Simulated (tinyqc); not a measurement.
# Nanowire ballistic transistor, top-of-the-barrier model: effects of single changes

At the top of the source barrier, states moving towards the drain are filled by the source (Fermi level 0) and states moving back by the drain (Fermi level -q Vd); nothing scatters. U is the shift of the band edge there, set by the capacitances CG, CD and CS (the total) and by the charge. Parabolic one-dimensional subbands; the source is grounded.

Inputs (values chosen for the exercise); mass and valleys made up:
- T = 300 K (temperature)
- m = 0.114 m0 (effective mass)
- gv = 2 (valley degeneracy)
- eox = 16 (relative permittivity of the gate insulator)
- tox = 2.8 nm (insulator thickness)
- d = 5 nm (wire diameter)
- dE = 0.24 eV (offset of a second subband (0: none))
- aG = 0.79 (gate control CG/CS)
- aD = 0.02 (drain control CD/CS)
- E0 = 0.23 eV (band edge at the barrier top above the source Fermi level at zero bias)

Constants: q = 1.602176634e-19 C, kB = 1.380649e-23 J/K, hbar = 1.054571817e-34 J s, h = 6.62607015e-34 J s, m0 = 9.1093837015e-31 kg, Vt = kB T/q, eps0 = 8.8541878128e-14 F/cm where lengths are in cm. Results are converted to the units shown.

Each table varies one quantity; the others keep the values above.

## Effect of the band edge at the barrier top above the source Fermi level at zero bias

N0 = gv sqrt(2 m kB T/pi)/hbar, CG = 2 pi eps0 eox/ln(1 + 2 tox/d), CS = CG/aG, n0 = n at U = 0 and Vd = 0. eta1 = -(E0 + U)/Vt, eta2 = eta1 - Vd/Vt, n = (N0/2)[F_(-1/2)(eta1) + F_(-1/2)(eta2)], F_(-1/2)(x) = (1/sqrt(pi)) int_0^infinity u^(-1/2)/(1 + exp(u - x)) du. Each F is summed over the two subbands, F(eta) + F(eta - dE/Vt), which share the mass. U = UL + q (n - n0)/CS with UL = -(aG Vg + aD Vd), energies in eV. I = gv (2 q^2/h) Vt [ln(1 + exp eta1) - ln(1 + exp eta2)], summed over both subbands. CQ = (q/Vt) dn/d(eta1).

In this table Vg = 0.8 V, Vd = 0.8 V.

Effect of the band edge at the barrier top above the source Fermi level at zero bias:
```
E0 (eV),eta1,n (cm^-1),I (uA),mean velocity I/(q n) (cm/s),CQ/CS
0.1,16.34,1.181e7,93.76,4.956e7,0.2331
0.15,14.77,1.087e7,81.19,4.660e7,0.2605
0.2,13.26,9.850e6,69.12,4.380e7,0.3014
0.25,11.80,8.691e6,57.69,4.143e7,0.3593
0.3,10.41,7.388e6,47.33,3.998e7,0.4043
0.35,9.013,6.082e6,38.38,3.939e7,0.3479
0.4,7.506,5.049e6,30.70,3.795e7,0.2252
0.45,5.887,4.288e6,23.73,3.454e7,0.1788
```

Read the table: what changes, and by how much?

As E0 goes from 0.1 to 0.45 eV, n falls from 1.18e7 to 4.29e6 cm^-1, the mean velocity falls from 4.96e7 to 3.45e7 cm/s and the current falls from 93.8 to 23.7 uA. CQ/CS goes from 0.23 to 0.18.

## Effect of the insulator thickness

Same model as above.

CQ = (q/Vt) dn/d(eta1). E0 is held fixed.

In this table Vg = 0.8 V, Vd = 0.8 V.

Results:
```
tox (nm),eta1,n (cm^-1),I (uA),mean velocity I/(q n) (cm/s),CQ/CS
0.5,15.06,1.105e7,83.49,4.715e7,0.06179
0.74,14.63,1.078e7,80.05,4.634e7,0.09098
1.1,14.08,1.042e7,75.64,4.530e7,0.1344
1.6,13.45,9.988e6,70.64,4.414e7,0.1943
3.6,11.87,8.753e6,58.24,4.153e7,0.4228
5.4,11.08,8.038e6,52.22,4.055e7,0.5954
8,10.37,7.349e6,47.05,3.996e7,0.7726
```

Estimate the missing row, tox = 2.4 nm.

Computed row:
```
tox (nm),eta1,n (cm^-1),I (uA),mean velocity I/(q n) (cm/s),CQ/CS
2.4,12.68,9.416e6,64.56,4.280e7,0.2886
```

With this row back in the table: As tox goes from 0.5 to 8 nm, n falls from 1.11e7 to 7.35e6 cm^-1, the mean velocity falls from 4.71e7 to 4.00e7 cm/s and the current falls from 83.5 to 47.0 uA. CQ/CS goes from 0.062 to 0.77. Over the range the current goes as tox^(-0.21) on average. For tox = 0.5 to 0.74 nm the insulator is under 1 nm thick, where gate tunnelling would matter.

## Effect of the effective mass

Same model as above.

CQ = (q/Vt) dn/d(eta1). E0 is held fixed.

In this table Vg = 0.8 V, Vd = 0.8 V.

Results:
```
m (m0),eta1,n (cm^-1),I (uA),mean velocity I/(q n) (cm/s),CQ/CS
0.02,14.34,4.437e6,77.69,1.093e8,0.1133
0.032,13.91,5.462e6,74.31,8.491e7,0.1491
0.05,13.44,6.609e6,70.54,6.662e7,0.1957
0.08,12.86,8.003e6,65.97,5.145e7,0.2642
0.2,11.54,1.120e7,55.66,3.101e7,0.4910
0.32,10.79,1.301e7,50.09,2.404e7,0.6664
0.5,10.06,1.477e7,44.96,1.900e7,0.8437
0.8,9.268,1.670e7,39.88,1.491e7,0.9737
```

Estimate the missing row, m = 0.13 m0.

Computed row:
```
m (m0),eta1,n (cm^-1),I (uA),mean velocity I/(q n) (cm/s),CQ/CS
0.13,12.19,9.630e6,60.68,3.933e7,0.3658
```

With this row back in the table: As m goes from 0.02 to 0.8 m0, n rises from 4.44e6 to 1.67e7 cm^-1, the mean velocity falls from 1.09e8 to 1.49e7 cm/s and the current falls from 77.7 to 39.9 uA. CQ/CS goes from 0.11 to 0.97. The loss of velocity outweighs the gain of charge over the whole range. For m = 0.02 to 0.08 m0 the source Fermi level lies over 0.3 eV above the band edge, where a light band is no longer parabolic.

Program tinyqc, `OMP_NUM_THREADS=1 python tinyqc.py 2400153 2400154 out.jsonl`; Intel Xeon 2.30GHz, shared host, one thread, about 0.1 s.
